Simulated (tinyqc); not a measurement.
Solubility, supersaturation, precipitation and gettering of an impurity in a silicon-like host: one step, computed by the program tinyqc. Command: `OMP_NUM_THREADS=1 python tinyqc.py 3018679 3018680 out.jsonl ripen walk`. One thread of a shared host (Intel(R) Xeon(R) Processor @ 2.30GHz), about 0.01 s of CPU time with the checks.

The wafer was saturated at T1 and is then held at T.

Question. Growing precipitates. Growing sinks: with y = r/r_f and y0 = r0/r_f, dy/dt = (1 - y^3)/(3 tau_f y), which integrates to t/tau_f = F(y) - F(y0), F(y) = (1/2) ln[(1 + y + y^2)/(1 - y)^2] - sqrt(3) arctan[(2y + 1)/sqrt(3)]; the share of the excess left is (1 - y^3)/(1 - y0^3), and C(t) = C_eq + (C0 - C_eq) x share.

Inputs (values chosen for the exercise, modelled on copper in silicon):
```
quantity                      value  unit
temperature of saturation T1   1225     K
anneal temperature T            689     K
initial sink radius r0           95    nm
anneal time t                    49     s
```

final radius r_f = 448.6411 nm

tau_f = 20.63899 s

C_eq(T) = 1.043498e+13 1/cm^3

C0 = 4.911957e+17 1/cm^3

Give: radius at t; share of the excess left; C(t) with growing sinks.

Answer.

radius at t = 421.32 nm

share of the excess left = 0.17343

C(t) with growing sinks = 8.5198e+16 1/cm^3

82.7 % of the excess has precipitated. Caution: the barrier to homogeneous nucleation is below 35 k_B T for these inputs, so new precipitates would form and outnumber the fixed sinks assumed here.
